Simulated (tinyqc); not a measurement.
Two coupled magnetic layers: synthetic antiferromagnet, spin flop, exchange bias and magnetoresistance: one step, computed by the program tinyqc.

Moments lie in the plane at the angles p1, p2 from the field. Energy per area: E = J1 cos(p1 - p2) + J2 cos^2(p1 - p2) - B M_s (t1 cos p1 + t2 cos p2) + K (t1 sin^2 p1 + t2 sin^2 p2).

Question. Tunnel magnetoresistance against a free layer along B. Julliere: TMR = 2 P1 P2/(1 - P1 P2). Conductance G(theta) = G0 (1 + P1 P2 cos theta), so RA(theta) = RA_P (1 + P1 P2)/(1 + P1 P2 cos theta); theta = p2 for the layer next to the barrier.

Inputs (values chosen for the exercise, for a model stack): spin polarisation P1 = 0.39; spin polarisation P2 = 0.55; resistance-area product, parallel = 7.6 ohm micrometre^2.

p2 = -180.0000 degrees

Give: TMR; RA, antiparallel; RA at this field.

Answer.

TMR = 54.61 %

RA, antiparallel = 11.75 ohm micrometre^2

RA at this field = 11.75 ohm micrometre^2
